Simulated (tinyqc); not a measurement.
One level coupled to a phonon between two leads, self-consistent Born approximation: effect of the level position.

Wide-band leads with mu_L = +V/2 and mu_R = -V/2; phonons in equilibrium, Nq = 1/(exp(w0/kB T) - 1). Scattering links only energies that differ by w0, so a ladder E_k = E1 + k w0 closes on itself; terms that reach past its ends are dropped. Gn and Gp are the electron and hole parts of the spectral function A = Gn + Gp.

|G|^2 = 1/[(E - ed)^2 + (GL + GR + Sin + Sout)^2/4], Gn = |G|^2 (GL fL + GR fR + Sin), Gp = |G|^2 (GL (1 - fL) + GR (1 - fR) + Sout), f = 1/(1 + exp((E - mu)/kB T)). Sin(E) = M^2 [(Nq + 1) Gn(E + w0) + Nq Gn(E - w0)], Sout(E) = M^2 [(Nq + 1) Gp(E - w0) + Nq Gp(E + w0)]. Spectral currents into the level: iL = GL [fL Gp - (1 - fL) Gn], iR = GR [fR Gp - (1 - fR) Gn]. Here E - ed is replaced by E - ed - R(E), with the real part R(E) = (1/2 pi) P int [Sin + Sout](y) dy/(E - y). The total for one spin is I = (q/h) times the integral of iL over all E (all ladders, each long enough that its ends do not matter); the power given to phonons is (1/h) times the integral of E (iL + iR).

Parameters, values chosen for the exercise: temperature of leads and phonons T = 300 K; phonon energy w0 = 120 meV; coupling to the left lead GL = 39 meV; coupling to the right lead GR = 28 meV; electron-phonon matrix element M = 54 meV; bias V = 175 mV.

Constants: q = 1.602176634e-19 C, kB = 1.380649e-23 J/K, h = 6.62607015e-34 J s, Vt = kB T/q. Results are converted to the units shown.

Effect of the level position:
```
ed (meV),I (uA),I without phonons (uA),ratio of the two,power to phonons (nW),share of I V (%)
0,2.490,2.745,0.9072,24.88,5.708
48,2.250,2.415,0.9318,23.95,6.083
97,1.589,1.532,1.037,17.21,6.188
145,0.8661,0.7326,1.182,7.860,5.186
194,0.4033,0.3303,1.221,2.395,3.393
242,0.2032,0.1746,1.164,0.6666,1.874
291,0.1181,0.1070,1.104,0.2225,1.076
339,0.07890,0.07387,1.068,0.09921,0.7185
388,0.05689,0.05429,1.048,0.05182,0.5205
```

I falls from 2.49 to 0.0569 uA as the level leaves the window |E| < 87.5 meV; the ratio to the current without phonons goes from 0.907 through a maximum of 1.22 (at ed = 194 meV among the rows listed) to 1.05. The power to phonons falls from 24.9 to 0.0518 nW.

Range of the model: The self-consistent Born approximation keeps only non-crossing phonon lines and no Hartree shift; it is rough once the coupling nears the phonon energy.

Computed by the program tinyqc: `OMP_NUM_THREADS=1 python tinyqc.py 2720010 2720011 out.jsonl`, one thread of a shared Intel Xeon 2.30GHz, about 0.09 s for the whole run.
